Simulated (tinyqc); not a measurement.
From results back to parameters: Koster-Slater impurity in an sp3s* host.

Problem. In the Koster-Slater model a defect shifts the s level of its site by Vs and the p levels by Vp; an A1 level solves 1/Vs = G_s(E) and a T2 level 1/Vp = G_p(E), E from the top of the valence band. A defect has an A1 level at E = 0.8747 eV, one of the energies of the table, and a T2 level at 0.5248 eV.

G(E) of the host (1/eV):

| E (eV) | G_s | G_p |
|---|---|---|
| 0.0000 | -0.0862211 | 0.0015675 |
| 0.1749 | -0.1023788 | -0.0386316 |
| 0.3499 | -0.1200998 | -0.0657932 |
| 0.5248 | -0.1400875 | -0.0895039 |
| 0.6998 | -0.1632365 | -0.1122715 |
| 0.8747 | -0.1908198 | -0.1356220 |
| 1.0496 | -0.2248015 | -0.1609894 |
| 1.2246 | -0.2684843 | -0.1901958 |
| 1.3995 | -0.3280961 | -0.2261365 |

Find: Vs, Vp.

Solution. Read G_s and G_p at the two energies and invert them. Vs is attractive and pulls its level down from the conduction bands. Vp is attractive and pulls its level down from the conduction bands.

Vs, Vp (eV): -5.2  -11.2

Run: tinyqc, `OMP_NUM_THREADS=1 python tinyqc.py 1482607 1482608 out.jsonl`; Intel(R) Xeon(R) Processor @ 2.30GHz, one thread, shared host; about 0.05 s of CPU time with all checks.
